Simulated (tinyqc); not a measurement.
Millisecond and nanosecond annealing: surface heating, thermal budget and solid-phase regrowth: one step, computed by the program tinyqc. Command: `OMP_NUM_THREADS=1 python tinyqc.py 3015584 3015585 out.jsonl flash walk`. One thread of a shared host (Intel(R) Xeon(R) Processor @ 2.30GHz), about 0.02 s of CPU time with the checks.

A square pulse heats the surface of a thick wafer with constant thermal properties; losses by radiation are neglected and silicon melts at 1414 C.

Problem. Thermal budget. Absorbed flux q = (1 - R) fluence/t_p; kappa = k/c. With f(z, t) = (2 q/k) sqrt(kappa t) ierfc(z/(2 sqrt(kappa t))), ierfc(x) = exp(-x^2)/sqrt(pi) - x erfc(x): T = T0 + f(z, t) during the pulse and T0 + f(z, t) - f(z, t - t_p) after it. Temperatures in kelvin are T(C) + 273.15. Integrate exp(-E/(k_B T(t))) at the surface from 0 to 10 t_p (Gauss-Legendre, 60 points in sqrt(t) up to t_p and 60 in sqrt(t - t_p) after it). (Dt) = D0 x integral with E; regrowth = v0 x integral with E_v; effective time = integral/exp(-E/(k_B T_peak)).

Inputs (values chosen for the exercise, modelled on hot silicon with boron):
```
quantity,value,unit
incident fluence,16,J/cm^2
pulse length t_p,0.0002,s
reflectance R,0.54,-
thermal conductivity k,0.26,W/(cm K)
heat capacity per volume c,2.29,J/(cm^3 K)
preheat temperature T0,500,C
dopant prefactor D0,1.18,cm^2/s
dopant activation energy E,3.5,eV
regrowth prefactor v0,5.8e+08,cm/s
regrowth energy E_v,2.69,eV
```

Source: scanned laser.

peak temperature = 1261.050 C

Constants: k_B = 8.617333262e-05 eV/K.

Give: budget (Dt); diffusion length 2 sqrt(Dt); effective time over t_p; possible regrowth.

Solution.

budget (Dt) = 1.085e-16 cm^2

diffusion length 2 sqrt(Dt) = 0.2084 nm

effective time over t_p = 0.1445

possible regrowth = 316.0 nm

Caution: equilibrium diffusivities are used; implant damage enhances diffusion, and k and c vary with temperature. Caution: the peak lies above 1150 C, and amorphous silicon melts some 200 to 250 K below the crystal, so a layer that has not regrown before the peak may melt instead. Caution: a diffusion length below the atomic spacing of 0.235 nm means about one jump per atom or fewer, so the profile does not change measurably.
